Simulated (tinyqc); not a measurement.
Inside a calculation. Method: Luttinger-Kohn k.p, four valence bands. One step of it, computed by the program tinyqc.

Problem. Hole masses. E = c [g1 k^2 -/+ 2 sqrt(g2^2 k^4 + 3 (g3^2 - g2^2)(kx^2 ky^2 + ky^2 kz^2 + kz^2 kx^2))] with c = hbar^2/2m, and m* = hbar^2 k^2 / (2 E).

Luttinger parameters chosen for this model; energies are counted downward from the top of the valence band:
```
parameter      value  unit
g1         13.120000
g2          5.100000
g3          6.170000
```

Give: Masses.

Solution.

Masses (electron masses):
```
direction  heavy  light
[100]      0.342  0.043
[110]      0.782  0.040
[111]      1.282  0.039
```
